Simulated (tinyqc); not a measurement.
One anharmonic mode: perturbation theory, self-consistent phonons and exact levels: one step, computed by the program tinyqc. Command: `OMP_NUM_THREADS=1 python tinyqc.py 3004534 3004535 out.jsonl scp walk`. One thread of a shared host (Intel(R) Xeon(R) Processor @ 2.30GHz), about 0.03 s of CPU time with the checks.

V(x) = k x^2/2 + b x^4 for one coordinate x of mass M. A constant K > 0 gives hbar Omega = sqrt((hbar^2/u) K/M) with K in eV/angstrom^2 and M in u.

Task: Shape of the double well. Minima at x_0 = sqrt(-k/(4 b)), depth k^2/(16 b), curvature -2k there.

Inputs (values chosen for the exercise, for a model mode): mode mass M = 25.7 u; harmonic constant k = -0.229 eV/angstrom^2; quartic constant b = 0.233 eV/angstrom^4.

Shape: double well.

Constants: hbar^2/u = 4.18015928e-03 eV angstrom^2.

Give: x_0; well depth; harmonic quantum in a well; depth / zero-point energy of a well.

Result:

x_0 = 0.4957 angstrom

well depth = 14.07 meV

harmonic quantum in a well = 8.631 meV

depth / zero-point energy of a well = 3.260

The wells hold at least the lowest pair of levels below the barrier.
